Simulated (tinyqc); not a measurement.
Electron-beam lithography: double-Gaussian proximity function, edge placement and dose correction for parallel lines. Inputs raised by 5 %, one at a time. Computed by tinyqc, a small Python program. Command: `OMP_NUM_THREADS=1 python tinyqc.py 3111230 3111231 out.jsonl proximity sens`. One thread of a shared host (Intel(R) Xeon(R) Processor @ 2.30GHz), about 0.02 s of CPU time with the checks.

Lines are infinitely long. Absorbed energy is counted so that the middle of a very large area written at dose 1 receives 1; the resist develops where it exceeds 1/2.

Inputs (values chosen for the exercise, of the order of those for 50 keV electrons in resist on silicon):

| quantity | value | unit |
|---|---|---|
| forward range alpha | 0.009 | micrometre |
| backscatter range beta | 8.8 | micrometre |
| backscatter ratio eta | 0.87 | - |
| base dose D0 | 36 | microcoulomb/cm^2 |
| beam current | 26 | nA |
| pixel size | 2 | nm |
| width of the test line | 0.16 | micrometre |
| pattern density around the test line | 0.51 | - |

line widths (micrometre): 9.1  0.063  0.041  0.081  1.2

gaps between the lines (micrometre): 0.059  0.068  7.4  1.8

Constants: e = 1.602176634e-19 C.

Method:
- The first line starts at x = 0; each next one starts after the width and the gap.
- f(r) = [exp(-r^2/alpha^2)/alpha^2 + eta exp(-r^2/beta^2)/beta^2]/(pi (1 + eta)). A line from a to b at dose d gives E(x) = d [S(alpha) + eta S(beta)]/(1 + eta), S(s) = [erf((b - x)/s) - erf((a - x)/s)]/2.
- M_ij is the mean of E at the two edges of line i from line j at dose 1.
- Uncorrected edge energies are M 1. Solve M d = 1/2 for the doses d that put the mean edge energy of every line at the threshold.
- A test line of width w << beta in surroundings of density rho, all at dose d: near its edge E(x) = d [S + eta rho]/(1 + eta), S = [erf((b - x)/alpha) - erf((a - x)/alpha)]/2 for edges a and b, the second term being the background energy. Dose to size d_s = (1 + eta)/(erf(w/alpha) + 2 eta rho), dose = d_s D0; edge slope d [1 - exp(-w^2/alpha^2)]/(sqrt(pi) alpha (1 + eta)); width change per 1 % of dose = 2 x 0.01 x (1/2)/slope.
- With dose = d_s D0: electrons per pixel N = dose x pixel area/e; relative noise 1/sqrt(N); time per cm^2 of pattern area = dose x density/current; pixel rate = current/(dose x pixel area).

Runs:

| input moved | from | to | dose to size d_s | width change per 1 % of dose (nm) | largest over smallest dose | writing time per cm^2 (h) |
|---|---|---|---|---|---|---|
| base run | - | - | 0.99078 | 0.30108 | 1.5221 | 0.19435 |
| forward range alpha (micrometre) | 0.009 | 0.00945 | 0.99078 | 0.31613 | 1.5221 | 0.19435 |
| backscatter range beta (micrometre) | 8.8 | 9.24 | 0.99078 | 0.30108 | 1.5062 | 0.19435 |
| width of the test line (micrometre) | 0.16 | 0.168 | 0.99078 | 0.30108 | 1.5221 | 0.19435 |
| pattern density around the test line | 0.51 | 0.5355 | 0.96802 | 0.30816 | 1.5221 | 0.19938 |
| base dose D0 (microcoulomb/cm^2) | 36 | 37.8 | 0.99078 | 0.30108 | 1.5221 | 0.20406 |
| beam current (nA) | 26 | 27.3 | 0.99078 | 0.30108 | 1.5221 | 0.18509 |
| pixel size (nm) | 2 | 2.1 | 0.99078 | 0.30108 | 1.5221 | 0.19435 |

Exponents ln(y'/y) / ln(x'/x):

| input | dose to size d_s | width change per 1 % of dose | largest over smallest dose | writing time per cm^2 |
|---|---|---|---|---|
| forward range alpha | 0.000 | 1.000 | 0.000 | 0.000 |
| backscatter range beta | 0.000 | 0.000 | -0.215 | 0.000 |
| width of the test line | 0.000 | 0.000 | 0.000 | 0.000 |
| pattern density around the test line | -0.476 | 0.476 | 0.000 | 0.524 |
| base dose D0 | 0.000 | 0.000 | 0.000 | 1.000 |
| beam current | 0.000 | 0.000 | 0.000 | -1.000 |
| pixel size | 0.000 | 0.000 | 0.000 | 0.000 |

Which inputs matter most for each result?

Among the inputs moved here: dose to size d_s answers most in size to pattern density around the test line (exponent -0.476); its exponent is below 0.0005 for forward range alpha, backscatter range beta, width of the test line, base dose D0, beam current, pixel size. Width change per 1 % of dose answers most in size to forward range alpha (exponent +1.000), next to pattern density around the test line (+0.476); its exponent is below 0.0005 for backscatter range beta, width of the test line, base dose D0, beam current, pixel size. Its exponent +1.000 in forward range alpha: the edge slope goes as 1/alpha. Largest over smallest dose answers most in size to backscatter range beta (exponent -0.215); its exponent is below 0.0005 for forward range alpha, width of the test line, pattern density around the test line, base dose D0, beam current, pixel size. Writing time per cm^2 answers most in size to beam current (exponent -1.000), and about equally to base dose D0 (+1.000); its exponent is below 0.0005 for forward range alpha, backscatter range beta, width of the test line, pixel size.

Extremes, crossings and ranges named in words are read from the listed rows.
